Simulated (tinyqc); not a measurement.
Inside a calculation: interface roughness in a thin film (subband fluctuation and scattering). Values are carried at full precision from step to step, so a last printed digit may differ when a step is redone from the rounded ones.

Square well of width t, barriers V0, c = hbar^2/2m0: E1 solves k t + 2 atan[(k/mz)/(kappa/mb)] = pi, k = sqrt(mz E/c), kappa = sqrt(mb (V0 - E)/c). One interface is rough, so the subband edge fluctuates by G dt with G = |dE1/dt| (central difference of 0.01 angstrom; 2 E1/t for hard walls).

Constants: hbar^2/2m0 = 3.80998211 eV angstrom^2; e^2/(4 pi eps0) = 14.39964547 eV angstrom; hbar = 6.58211957e-16 eV s.

Parameters, chosen for this exercise (near those of a thin Si channel on (100), two-fold valleys; the results hold for these values, not for the real material):
```
symbol  value  unit         meaning
t       36     angstrom     film thickness
mz      0.899  m0           confinement mass
V0      3.19   eV           barrier
mb      0.54   m0           barrier mass
D       3.2    angstrom     rms height of the roughness
md      0.192  m0           mass in the plane
gv      2                   valleys
Lc      44     angstrom     correlation length
Ns      1.5    x 1e12/cm^2  sheet density
eps     8.1                 mean dielectric constant at the channel
Lg      150    angstrom     gate length
Wg      250    angstrom     gate width
```

## Sensitivity of the level to thickness

Give E1, G, the hard-wall values and the rms fluctuation G D.

E1 = 29.29 meV
G = |dE1/dt| = 1.5495 meV/angstrom

hard walls: E1 (meV) and G (meV/angstrom): 32.274  1.793

G D = 4.96 meV

Hard walls overstate G by a factor 1.16, and the scattering rate, which goes as G^2, by 1.34.

## The angular integrand

Gaussian roughness spectrum S(q) = pi D^2 Lc^2 exp(-q^2 Lc^2/4). Degenerate gas, taken to fill one subband (the second starts to fill once c kF^2/md exceeds E2 - E1, which is not tested here): kF = sqrt(2 pi Ns/gv), q = 2 kF sin(theta/2), 1/tau = (md/(2 pi c hbar)) G^2 times the integral from 0 to pi of S(q)(1 - cos theta)/eps(q)^2 dtheta, eps(q) = 1 + qs/q with screening (qs = gv md q0/(c eps), q0 = e^2/(4 pi eps0), form factors left out, which overstates the screening; other scattering is left out too, so these values lie far above measured mobilities in all but the thinnest films) or 1 without; mobility = tau c2/md with c2 = e/m0 = 1.75882e15 cm^2/(V s^2); 1e12/cm^2 = 1e-4/angstrom^2.

kF, qs, and exp(-q^2 Lc^2/4)(1 - cos theta) without and with the factor 1/eps^2 at theta = 30, 60, ..., 180 degrees.

kF = 0.02171 1/angstrom
qs = 0.1792 1/angstrom

Integrand:
```
theta,q (1/angstrom),bare,eps(q),screened
30,0.0112,0.126,16.95,0.000439
60,0.0217,0.398,9.25,0.00465
90,0.0307,0.634,6.84,0.0136
120,0.0376,0.757,5.77,0.0228
150,0.0419,0.797,5.27,0.0287
180,0.0434,0.803,5.13,0.0306
```

kF Lc = 0.96: the roughness is short-ranged for these electrons, and back-scattering dominates.

## Scattering time and mobility

Integrate over theta.

Results:
```
case,integral,tau (fs),mobility (cm^2/(V s))
bare,1.630,336.7,3085
screened,0.04469,1.228e+04,1.125e+05
```

Screening raises the mobility by a factor 36.5. With it kF l = 349, so by this rate the carriers are far from localisation. G D = 5.0 meV is more than half of EF - E1 = 9.4 meV, though, which makes the Born rate doubtful.

## Threshold variation

Averaged over an area A = Lg Wg much larger than Lc^2, the thickness varies by D sqrt(pi Lc^2/A), so sigma(Vt) = G D Lc sqrt(pi/A)/e; the Pelgrom coefficient is sigma sqrt(A) (1 micrometre = 1e4 angstrom).

rms of the mean thickness = 1.289 angstrom
sigma(Vt) = 1.997 mV
coefficient = 0.0387 mV micrometre

The electrostatic effect of the thickness is left out. Lc is not small against the gate, so the averaging formula overstates the variation.

## Checks

- G from the envelope at the wall, psi(t/2)^2 (E1 + c mz (kappa/mb)^2), against the difference quotient, meV/angstrom: both 1.550.
- Bare integral for Lc -> 0 against pi: both 3.1416.

tinyqc: `OMP_NUM_THREADS=1 python tinyqc.py 1282618 1282619 out.jsonl`; about 0.01 s, one thread, shared Intel(R) Xeon(R) Processor @ 2.30GHz.
